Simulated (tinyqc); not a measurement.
Van der Pauw, Hall and four-point-probe measurements on a doped layer: one step of the calculation.

A uniform n-type layer with sheet resistance Rs = 1/(q ns mu), point contacts, low field (mu B small).

Problem. Sheet density, mobility and bulk values. Rs = 1/z; Hall sheet density B I/(q |VH|); Hall mobility |VH|/(Rs B I); true values ns = rH times the Hall density, mu = Hall mobility/rH; bulk density ns/t, resistivity Rs t; correction factor F = Rs/[(pi/ln 2)(RA + RB)/2].

Values chosen for this exercise: Hall factor rH = 1; magnetic field B = 0.55 T; current I = 100 uA; thickness of the layer t = 57 nm.

Constants: q = 1.602176634e-19 C. Results are converted to the units shown.

converged z = 0.24993955 mS
VH = -1.7164150 mV
RA = 455.54238 ohm
RB = 1530.2885 ohm

Give: Rs; Hall sheet density; Hall mobility; ns; mu; bulk density; resistivity; F.

Solution.

Rs = 4001 ohm/square
Hall sheet density = 2.000e13 cm^-2
Hall mobility = 78.00 cm^2/(V s)
ns = 2.000e13 cm^-2
mu = 78.00 cm^2/(V s)
bulk density = 3.509e18 cm^-3
resistivity = 0.02281 ohm cm
F = 0.8891

Computed by the program tinyqc: `OMP_NUM_THREADS=1 python tinyqc.py 2850167 2850168 out.jsonl`, one thread of a shared Intel Xeon 2.30GHz, about 0.04 s for the whole run.
